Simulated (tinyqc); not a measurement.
Inside a calculation. Method: plane-wave Kohn-Sham cycle with exchange-only LDA in a layered model solid. Computed by tinyqc, a small Python program that keeps every step. Settings: points = 16, plane-wave index or count = 3, electrons = 4, k points = 1, area = 18.0, mixing = 0.1, iteration cap = 58. Command: `OMP_NUM_THREADS=1 python tinyqc.py 23446 23447 out.jsonl` (the two numbers bound the seeds that draw the settings). One thread of a shared host (Intel(R) Xeon(R) Processor @ 2.60GHz), about 0.02 s of CPU time with the checks.

A solid whose potential varies along x alone (atomic units):
```
parameter,value
period a,6.300000
cross-section of the cell,18.000000
electrons per cell,4
grid points,16
"plane waves -n..n, n",3
k points,1
V1 in V1 cos(2 pi x/a),-0.180000
V2 in V2 cos(4 pi x/a),-0.090000
```

Stop when sqrt(dV sum R^2) is below 1e-8, dV = a A/N.

Course of the cycle:
```
iteration,E (hartree),norm of the residual
1,-0.07910749,1.48e-01
2,-0.07873034,1.33e-01
3,-0.07842536,1.20e-01
4,-0.07818799,1.08e-01
5,-0.07800895,9.69e-02
6,-0.07787779,8.72e-02
7,-0.07778456,7.84e-02
8,-0.07772055,7.06e-02
9,-0.07767849,6.35e-02
10,-0.07765255,5.72e-02
11,-0.07763816,5.14e-02
...,...,...
48,-0.07770326,1.06e-03
49,-0.07770329,9.51e-04
50,-0.07770332,8.57e-04
51,-0.07770334,7.72e-04
52,-0.07770336,6.95e-04
53,-0.07770337,6.26e-04
54,-0.07770338,5.63e-04
55,-0.07770339,5.07e-04
56,-0.07770340,4.57e-04
57,-0.07770341,4.11e-04
58,-0.07770341,3.70e-04
```

Can the last value be used, and what does the course show?

Not by the stop rule, although the second column moves by less than 1e-07 over the last three steps. Not converged within 58 iterations: the residual falls steadily but slowly, by a factor of about 0.90 a step. Reruns (cap 100 unless said): mixing 0.5, Kerker q0 1.0: converged in 45 (E = -0.07770); mixing 0.3, Pulay depth 5: converged in 8 (E = -0.07770); the original settings with a cap of 400: converged in 159 (E = -0.07770).
